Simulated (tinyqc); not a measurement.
# p-n diode with diffusion and depletion-layer recombination: effect of the donor density

Abrupt junction in the depletion approximation, low injection, full ionisation, neutral widths fixed, ohmic contact on the p side. Vj is the junction voltage; where a series resistance Rs is given, V = Vj + J Rs is the terminal voltage.

ni = sqrt(Nc Nv) exp(-Eg/(2 Vt)), Eg in volts; D = mu Vt; Ln = sqrt(Dn tn), Lp = sqrt(Dp tp); J0n = q ni^2 Dn coth(wp/Ln)/(Ln Na); J0p = (q ni^2 Dp/(Lp Nd)) (s + tanh(wn/Lp))/(1 + s tanh(wn/Lp)), s = Sp Lp/Dp. J_diff = (J0n + J0p)(exp(Vj/Vt) - 1). Vbi = Vt ln(Na Nd/ni^2), W = sqrt(2 eps0 eps_r (Vbi - Vj)(1/Na + 1/Nd)/q), xp = W Nd/(Na + Nd), xn = W Na/(Na + Nd); u(x) = q Na (x + xp)^2/(2 eps0 eps_r) for x < 0 and Vbi - Vj - q Nd (xn - x)^2/(2 eps0 eps_r) for x > 0; p = Na exp(-u/Vt), n = Nd exp((u - Vbi + Vj)/Vt); U = ni^2 (exp(Vj/Vt) - 1)/(tp (n + ni exp(Et/Vt)) + tn (p + ni exp(-Et/Vt))); J_scr = q times the integral of U from -xp to xn. J = J_diff + J_scr.

Inputs (values chosen for the exercise); band and dielectric values close to those of In0.53Ga0.47As:
- T = 293 K (temperature)
- Eg = 0.733 eV (band gap)
- eps_r = 14 (relative permittivity)
- Nc = 2.04e17 cm^-3 (conduction-band density of states at T)
- Nv = 7.41e18 cm^-3 (valence-band density of states at T)
- Na = 1.2e16 cm^-3 (acceptor density)
- mun = 9700 cm^2/(V s) (electron mobility in the p side)
- mup = 270 cm^2/(V s) (hole mobility in the n side)
- tn = 2e-8 s (electron lifetime)
- tp = 3e-7 s (hole lifetime)
- wp = 84 um (neutral width of the p side)
- wn = 2.2 um (neutral width of the n side)
- Sp = 1e7 cm/s (recombination velocity at the n contact)
- Et = 0 eV (trap level above the intrinsic level)
- Vj = 0.17 V (junction voltage at which recombination is evaluated)

Constants: q = 1.602176634e-19 C, kB = 1.380649e-23 J/K, Vt = kB T/q, eps0 = 8.8541878128e-14 F/cm where lengths are in cm. Results are converted to the units shown.

The same in every row: J0n (A/cm^2) = 5.513e-7; wn/Lp = 0.1538.

Result of one run:
```
Nd (cm^-3)  J0p (A/cm^2)  J_diff (A/cm^2)  J_scr (A/cm^2)  J_scr/J (%)
4.1e16          4.535e-8         5.004e-4        7.223e-5        12.61
```

What becomes of these results when the donor density Nd is changed from 4.1e16 to 1.2e16 cm^-3, all else the same?

Result of the changed run:
```
Nd (cm^-3)  J0p (A/cm^2)  J_diff (A/cm^2)  J_scr (A/cm^2)  J_scr/J (%)
1.2e16          1.550e-7         5.923e-4        7.399e-5        11.11
```

The whole series:
```
Nd (cm^-3)  J0p (A/cm^2)  J_diff (A/cm^2)  J_scr (A/cm^2)  J_scr/J (%)
1e15            1.859e-6         0.002022        2.441e-4        10.77
1.9e15          9.786e-7         0.001283        1.665e-4        11.49
3.4e15          5.469e-7         9.210e-4        1.193e-4        11.47
6.4e15          2.905e-7         7.060e-4        8.660e-5        10.93
1.2e16          1.550e-7         5.923e-4        7.399e-5        11.11
2.2e16          8.452e-8         5.332e-4        7.240e-5        11.95
4.1e16          4.535e-8         5.004e-4        7.223e-5        12.61
```

As Nd goes from 1e15 to 4.1e16, J0p falls from 1.86e-6 to 4.54e-8 A/cm^2, J_scr falls from 2.44e-4 to 7.22e-5 A/cm^2 and its share moves up and down between 10.8 and 12.6 %. J0p goes as Nd^(-1.00) at the start and Nd^(-1.00) at the end.

Numbers from tinyqc (`OMP_NUM_THREADS=1 python tinyqc.py 2260067 2260068 out.jsonl`; about 0.01 s on one thread of a shared Intel Xeon 2.30GHz).
